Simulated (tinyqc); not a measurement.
Isotope shift of the local mode: vibrations of a mass or spring defect in a linear chain. Computed by tinyqc, a small Python program. Command: `OMP_NUM_THREADS=1 python tinyqc.py 3031628 3031629 out.jsonl localmode walk`. One thread of a shared host (Intel(R) Xeon(R) Processor @ 2.30GHz), about 0.01 s of CPU time with the checks.

A ring of N atoms with nearest-neighbour springs k and motion along the chain. Atom 1 is the defect, of mass M', and its two springs are k'. Odd sites are A (the defect replaces an A atom), even sites B.

Inputs (values chosen for the exercise, for a model chain):

| quantity | value | unit |
|---|---|---|
| spring constant k | 1.57 | eV/angstrom^2 |
| mass M_A | 116 | u |
| mass M_B | 227 | u |
| defect mass M' | 26.5 | u |
| spring ratio k'/k at the defect | 1 | - |
| isotope mass step | 2 | u |

Host: diatomic.

Constants: nu for 1 eV/(angstrom^2 u) = 15.6333042 THz.

Method:
- Host bands: lambda from 0 to 2k/M(heavy) and from 2k/M(light) to 2k (1/M_A + 1/M_B).
- nu = 15.6333042 THz x sqrt(lambda), lambda in eV/(angstrom^2 u).
- D_ii = (sum of the two springs at i)/M_i, D_ij = -k_ij/sqrt(M_i M_j) for neighbours, closed into a ring.
- The same matrix for 120 atoms; amplitudes are the mass-weighted eigenvector, in size, relative to the defect, for the highest mode; its weight is the squared component of the normalised eigenvector on the defect.
- Raise M' by the isotope step in the 120-atom ring. First order, good only for a step much smaller than M': Delta nu/nu = -(1/2) (weight on the defect) Delta M'/M'; a defect vibrating against fixed neighbours would give sqrt(M'/(M' + step)) - 1.

highest frequency, long ring = 5.54637 THz

weight of the highest mode on the defect = 0.937145

shift, exact = -3.3428 %

shift, first order = -3.5364 %

shift, fixed neighbours = -3.5726 %

What does the comparison show, and why?

The shift is 94 % of the fixed-neighbour value; all other atoms together carry 6 % of the kinetic energy of the mode.

Extremes, crossings and ranges named in words are read from the listed rows.
